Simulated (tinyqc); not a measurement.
# Worked calculation: resistance of a source-drain extension with a graded tip

tinyqc, about 0.03 s, one thread, Intel Xeon 2.30GHz (shared host): `OMP_NUM_THREADS=1 python tinyqc.py 2282147 2282148 out.jsonl` Printed values are rounded.

y runs along the channel, the gate covers y > 0. The doping is N0 for y < y0 and N0 10^(-(y - y0)/la) beyond, uniform over the depth xj. Sheet conductance s(y) = q mu(N) max(N - Nch, 0) xj + (for y > 0) ma Cox Vo, with mu(N) = u0 + (u1 - u0)/(1 + (N/Nr)^au) and Cox = eps0 eox/tox. Current is taken as one-dimensional; depletion of the tip, spreading and the contact are left out. The metallurgical junction lies at yj, where N = Nch.

Parameters, values chosen for the exercise; mobility law close to that of electrons in silicon: relative permittivity of the gate insulator (close to hafnium oxide) eox = 22.3; insulator thickness tox = 3.6 nm; active doping of the extension far from the gate N0 = 1.9e20 cm^-3; lateral abruptness la = 2.7 nm/decade; position under the gate where the fall begins (gate edge at 0) y0 = 0.6 nm; depth of the extension xj = 18 nm; channel doping Nch = 5.8e17 cm^-3; gate overdrive Vo = 0.42 V; mobility of the gate-induced layer ma = 85 cm^2/(V s); mobility at low doping u1 = 1414 cm^2/(V s); mobility at high doping u0 = 68.5 cm^2/(V s); reference doping Nr = 9.2e16 cm^-3; exponent au = 0.711; gate length Lg = 90 nm.

Constants: q = 1.602176634e-19 C, eps0 = 8.8541878128e-14 F/cm where lengths are in cm. Results are converted to the units shown.

## Sheet resistances and junction position

yj = y0 + la log10(N0/Nch); sheet resistance of the full extension 1/[q mu(N0)(N0 - Nch) xj] and of the gate-induced layer 1/(ma Cox Vo); metallurgical length Lg - 2 yj; ye is where the doped and the gate-induced conductances are equal.

yj = 7.39138 nm
sheet resistance of the extension = 246.084 ohm/square
sheet resistance of the induced layer = 5107.17 ohm/square
metallurgical length = 75.2172 nm
ye = 4.75488 nm
N at ye = 5.49427e18 cm^-3

The gate takes over 2.64 nm before the junction, where N is still 9.47 times the channel doping.

## Resistance of the overlapped part

Midpoint rule on 8 equal steps from 0 to yj: R_ov = sum h/s(y), per width.

```
point    y (nm)   N (cm^-3)  doped conductance (uS)  sheet resistance (ohm/square)
0      0.461961      1.9e20                 4063.66                        234.771
1       1.38588  9.72043e19                 2172.37                        422.267
2       2.30981  4.42071e19                 1069.14                        790.551
3       3.23373  2.01047e19                 546.674                        1346.84
4       4.15765  9.14335e18                 290.847                        2054.87
5       5.08157  4.15826e18                 157.336                        2831.74
6       6.00550  1.89112e18                 79.0060                        3638.89
7       6.92942  8.60052e17                 23.9509                        4550.54
```

R_ov = 14.663 ohm um

The exact integral is 14.712 ohm um; the coarse sum is 0.33 % below it.
